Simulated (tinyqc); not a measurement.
What moves the results: fitting sp3s* parameters to three gaps by Newton steps. A value that a table varies takes the place of the one given here.

sp3s* tight binding, nearest neighbours only: anion (a) at 0, cation (c) at a/4 (1,1,1), orbitals s, px, py, pz, s* on each; k in units of 2 pi/a. With phases e_j = exp(i (pi/2) k.n_j) for n = (1,1,1), (1,-1,-1), (-1,1,-1), (-1,-1,1): g0 = (e1+e2+e3+e4)/4, g1 = (e1+e2-e3-e4)/4, g2 = (e1-e2+e3-e4)/4, g3 = (e1-e2-e3+e4)/4. The diagonal holds the levels Esa, Epa, Exa (s*) and Esc, Epc, Exc. Anion-cation block: <sa|sc> = Vss g0; <sa|xc> = Vsapc g1; <xa|sc> = -Vscpa g1; <xa|xc> = Vxx g0; <xa|yc> = <ya|xc> = Vxy g3, <xa|zc> = <za|xc> = Vxy g2, <ya|zc> = <za|yc> = Vxy g1; <s*a|xc> = Vxapc g1; <xa|s*c> = -Vpaxc g1; y and z take g2 and g3 in place of g1; s-s* and s*-s* vanish.

Gaps are level 5 at Gamma, X = (1,0,0) and L = (1/2,1/2,1/2) less level 4 at Gamma; no spin-orbit coupling. Free parameters: Esc, Vxapc and Vpaxc. H is linear in them, so by Hellmann-Feynman J_ij = <u|dH/dp_j|u> for level 5 at point i less the same for level 4 at Gamma. Newton: p(new) = p + J^-1 (target - gaps); stop when all misses are below 1e-7 eV.

Constants: hbar^2/2m0 = 3.80998211 eV angstrom^2.

Parameters, chosen for this exercise (out of a larger set: near a published set for AlAs, fitted to gaps, whose masses and valley positions are rough; not measured data): p = (-7.539, 0.986, -1.168, 3.587, 7.467, 6.721, -6.653, 1.872, 4.3, 5.106, 5.5, 4.528, 4.999) eV (start, order Esa, Epa, Esc, Epc, Exa, Exc, Vss, Vxx, Vxy, Vsapc, Vscpa, Vxapc, Vpaxc); tg = (2.8447, 2.3223, 2.5697) eV (target gaps at Gamma, X, L); a = 5.667 angstrom (lattice constant).

## Equal gaps, different models

The same three targets are met with other triples of free parameters (those for which Newton converges within 3 eV of the start). Not fitted: level 5 at K = (3/4,3/4,0) above Ev, the spacing of levels 6 and 5 at X, the depth of level 2 at X below Ev, the valence width at Gamma, and the mass c q^2/(E(q) - E(0)) of level 5 along [100], q = 0.002 (2 pi/a), c = hbar^2/2m0.

Unfitted results:

| free parameters | largest change (eV) | K (eV) | X spacing (eV) | level 2 at X (eV) | valence width (eV) | mass (m0) |
|---|---|---|---|---|---|---|
| start | 0.000 | 2.330 | 0.392 | 6.542 | 11.737 | 0.2888 |
| Vss, Vxapc, Vpaxc | 0.665 | 2.357 | 0.128 | 6.787 | 11.566 | 0.2608 |
| Esc, Vxapc, Vpaxc | 0.240 | 2.367 | 0.187 | 6.692 | 11.806 | 0.2672 |
| Vss, Vsapc, Vpaxc | 0.665 | 2.356 | 0.028 | 6.787 | 11.566 | 0.2569 |
| Esa, Vxapc, Vscpa | 0.620 | 2.366 | 0.257 | 6.410 | 12.186 | 0.2769 |
| Vss, Exa, Exc | 0.971 | 2.354 | 0.187 | 6.610 | 11.566 | 0.2608 |
| Esc, Vsapc, Exc | 0.300 | 2.367 | 0.139 | 6.678 | 11.806 | 0.2647 |

All fitted rows have the same three gaps, yet they spread by 13 meV at K, 229 meV in the X spacing, 378 meV in level 2 at X, 620 meV in the valence width and 7.6 % in the mass. The smallest change of parameters, 0.240 eV, is that of Esc, Vxapc, Vpaxc. A fit fixes what it was given and leaves the rest to the choice of free parameters.

## How errors in the targets pass to the parameters

J:
```
           Esc     Vxapc     Vpaxc
Gamma  0.71593   0.00000   0.00000
X      0.00000  -0.85931   0.00000
L      0.37316  -0.31373  -0.08179
```

The gaps at Gamma, X and L of an sp3s* model are fitted with Esc, Vxapc and Vpaxc; J holds the derivatives of the gaps by these parameters at the start. The change of each parameter for +10 meV on one target is 10 J^-1, in meV.

Shifts (meV):

| target raised | Esc | Vxapc | Vpaxc |
|---|---|---|---|
| Gamma | 14.0 | 0.0 | 63.7 |
| X | 0.0 | -11.6 | 44.6 |
| L | 0.0 | 0.0 | -122.3 |

root sum of squares (meV): Esc 14.0, Vxapc 11.6, Vpaxc 144.9

Independent errors of 10 meV leave Vpaxc least certain (145 meV) and Vxapc best fixed (11.6 meV). The largest single entry, 122 meV, comes from the target at L.

(tinyqc, `OMP_NUM_THREADS=1 python tinyqc.py 1480632 1480633 out.jsonl`, Intel(R) Xeon(R) Processor @ 2.30GHz, 1 thread, shared host, about 0.2 s.)
